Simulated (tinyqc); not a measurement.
Inside a calculation (part 2 of 2). Method: RHF in the sto-3g basis, for H6, spin multiplicity 1. Computed by tinyqc, a small Python program that keeps every step (integrals from PySCF). Command: `OMP_NUM_THREADS=1 python tinyqc.py 31850 31851 out.jsonl` (the two numbers bound the seeds that draw the settings). One thread of a shared host (Intel(R) Xeon(R) Processor @ 2.60GHz), about 0.06 s of CPU time with the checks.

Geometry (angstrom):

| atom | x | y | z |
|---|---|---|---|
| H | 0.000000 | 0.000000 | 0.000000 |
| H | 0.000000 | 0.000000 | 1.052000 |
| H | 0.000000 | 0.000000 | 2.945000 |
| H | 0.000000 | 0.000000 | 3.996000 |
| H | 0.000000 | 0.000000 | 5.890000 |
| H | 0.000000 | 0.000000 | 6.941000 |

## Iteration 47 (converged): orbitals

converged F (hartree):
```
           1H 1s      2H 1s      3H 1s      4H 1s      5H 1s      6H 1s
1H 1s  -0.231893  -0.457731  -0.032146   0.002674   0.000348  -0.000598
2H 1s  -0.457731  -0.240789  -0.105498  -0.032059  -0.000573   0.000348
3H 1s  -0.032146  -0.105498  -0.241946  -0.458705  -0.031996   0.002660
4H 1s   0.002674  -0.032059  -0.458705  -0.241921  -0.105325  -0.032129
5H 1s   0.000348  -0.000573  -0.031996  -0.105325  -0.241077  -0.458131
6H 1s  -0.000598   0.000348   0.002660  -0.032129  -0.458131  -0.232207
```

X:
```
               1          2          3          4          5         6
1H 1s  -0.449919  -0.676496   0.524470  -0.348285  -0.405471  0.246990
2H 1s   0.555686   0.697201  -0.424895  -0.275695  -0.412195  0.299608
3H 1s  -0.763342  -0.107368  -0.617139   0.419626  -0.062155  0.401142
4H 1s   0.763598  -0.100268   0.617921   0.419970   0.059761  0.401186
5H 1s  -0.558633   0.697941   0.420856  -0.274084   0.412620  0.300320
6H 1s   0.453017  -0.678329  -0.520401  -0.346528   0.406267  0.247827
```

Diagonalise F' = X^T F X, C = X C', fill 3 alpha and 3 beta electrons from the bottom; D = 2 C_occ C_occ^T. Each column has its largest component positive (the first on a tie).

F' = X^T F X (hartree):
```
           1          2          3          4          5          6
1   0.547108   0.000065  -0.003457   0.000021   0.017714   0.000006
2   0.000065   0.432783  -0.000089   0.021852   0.000029   0.012462
3  -0.003457  -0.000089   0.326265  -0.000054   0.014415  -0.000038
4   0.000021   0.021852  -0.000054  -0.433765   0.000055  -0.000766
5   0.017714   0.000029   0.014415   0.000055  -0.474063  -0.000038
6   0.000006   0.012462  -0.000038  -0.000766  -0.000038  -0.511144
```

orbital energies (hartree): MO1 -0.511323, MO2 -0.474632, MO3 -0.434300, MO4 0.326480, MO5 0.433498, MO6 0.547462

coefficients C:
```
            MO1        MO2        MO3        MO4        MO5        MO6
1H 1s  0.250941  -0.406760  -0.335216   0.509956  -0.681905  -0.464769
2H 1s  0.285922  -0.413953  -0.297815  -0.423854   0.693937   0.555054
3H 1s  0.408194  -0.038691   0.416437  -0.629071  -0.090509  -0.755302
4H 1s  0.408271   0.034315   0.416755   0.629573  -0.085343   0.755424
5H 1s  0.287521   0.414699  -0.295009   0.420957   0.694704  -0.557125
6H 1s  0.252592   0.407892  -0.332386  -0.506950  -0.683354   0.467005
```

D after iteration 47:
```
           1H 1s      2H 1s      3H 1s      4H 1s      5H 1s      6H 1s
1H 1s   0.681589   0.679922  -0.042852  -0.102419   0.004719   0.017785
2H 1s   0.679922   0.683604   0.017414  -0.043174  -0.003198   0.004727
3H 1s  -0.042852   0.017414   0.683079   0.677757  -0.043066  -0.102186
4H 1s  -0.102419  -0.043174   0.677757   0.683095   0.017340  -0.042802
5H 1s   0.004719  -0.003198  -0.043066   0.017340   0.683348   0.679670
6H 1s   0.017785   0.004727  -0.102186  -0.042802   0.679670   0.681318
```

## Convergence

Stop when the energy changes by less than 1e-09 hartree and every element of the error matrix X^T (F D S - S D F) X is below 9e-06.

Course of the cycle:

| iteration | E (hartree) | change | largest element of the error matrix |
|---|---|---|---|
| 1 | -3.12844023 | - | 1.44e-01 |
| 2 | -3.13483245 | -6.39e-03 | 1.04e-01 |
| 3 | -3.13940319 | -4.57e-03 | 7.52e-02 |
| 4 | -3.14265921 | -3.26e-03 | 5.46e-02 |
| 5 | -3.14497170 | -2.31e-03 | 3.97e-02 |
| 6 | -3.14661006 | -1.64e-03 | 2.90e-02 |
| 7 | -3.14776850 | -1.16e-03 | 2.12e-02 |
| 8 | -3.14858625 | -8.18e-04 | 1.55e-02 |
| 9 | -3.14916273 | -5.76e-04 | 1.14e-02 |
| 10 | -3.14956866 | -4.06e-04 | 8.37e-03 |
| 11 | -3.14985422 | -2.86e-04 | 6.17e-03 |
| 12 | -3.15005496 | -2.01e-04 | 4.56e-03 |
| 13 | -3.15019598 | -1.41e-04 | 3.37e-03 |
| 14 | -3.15029498 | -9.90e-05 | 2.50e-03 |
| ... | ... | ... | ... |
| 34 | -3.15052724 | -8.03e-08 | 8.88e-06 |
| 35 | -3.15052729 | -5.62e-08 | 6.78e-06 |
| 36 | -3.15052733 | -3.93e-08 | 5.18e-06 |
| 37 | -3.15052736 | -2.75e-08 | 3.95e-06 |
| 38 | -3.15052738 | -1.93e-08 | 3.02e-06 |
| 39 | -3.15052739 | -1.35e-08 | 2.31e-06 |
| 40 | -3.15052740 | -9.45e-09 | 1.77e-06 |
| 41 | -3.15052741 | -6.61e-09 | 1.36e-06 |
| 42 | -3.15052741 | -4.63e-09 | 1.04e-06 |
| 43 | -3.15052742 | -3.24e-09 | 7.95e-07 |
| 44 | -3.15052742 | -2.27e-09 | 6.10e-07 |
| 45 | -3.15052742 | -1.59e-09 | 4.67e-07 |
| 46 | -3.15052742 | -1.11e-09 | 3.59e-07 |
| 47 | -3.15052742 | -7.78e-10 | 2.75e-07 |

PySCF RHF in the same basis = -3.15052742 hartree

Converged in 47 iterations.

## Populations, bond orders and dipole

overlap S:
```
          1H 1s     2H 1s     3H 1s     4H 1s     5H 1s     6H 1s
1H 1s  1.000000  0.466381  0.020498  0.001788  0.000006  0.000000
2H 1s  0.466381  1.000000  0.141744  0.020540  0.000176  0.000006
3H 1s  0.020498  0.141744  1.000000  0.466950  0.020498  0.001788
4H 1s  0.001788  0.020540  0.466950  1.000000  0.141518  0.020498
5H 1s  0.000006  0.000176  0.020498  0.141518  1.000000  0.466950
6H 1s  0.000000  0.000006  0.001788  0.020498  0.466950  1.000000
```

Mulliken: Z minus the diagonal of D S on the atom; Loewdin: the same with S^(1/2) D S^(1/2); Mayer order: 2 sum_s sum (D(s) S)_ij (D(s) S)_ji over the two atoms.

Charges (e):

| atom | Mulliken | Loewdin |
|---|---|---|
| 1H | 0.002370 | 0.001048 |
| 2H | -0.002287 | -0.000970 |
| 3H | -0.000082 | -0.000074 |
| 4H | -0.000080 | -0.000080 |
| 5H | -0.002290 | -0.000973 |
| 6H | 0.002370 | 0.001050 |

Mayer bond orders:

| pair | order |
|---|---|
| 2-1 | 0.988657 |
| 3-1 | -0.000386 |
| 3-2 | 0.011685 |
| 4-1 | 0.011411 |
| 4-2 | -0.000386 |
| 4-3 | 0.977726 |
| 5-1 | -0.000005 |
| 5-2 | 0.000044 |
| 5-3 | -0.000385 |
| 5-4 | 0.011634 |
| 6-1 | 0.000318 |
| 6-2 | -0.000005 |
| 6-3 | 0.011360 |
| 6-4 | -0.000385 |
| 6-5 | 0.988707 |

dipole moment about the origin, x y z (debye): 0.000000  0.000000  -0.000028
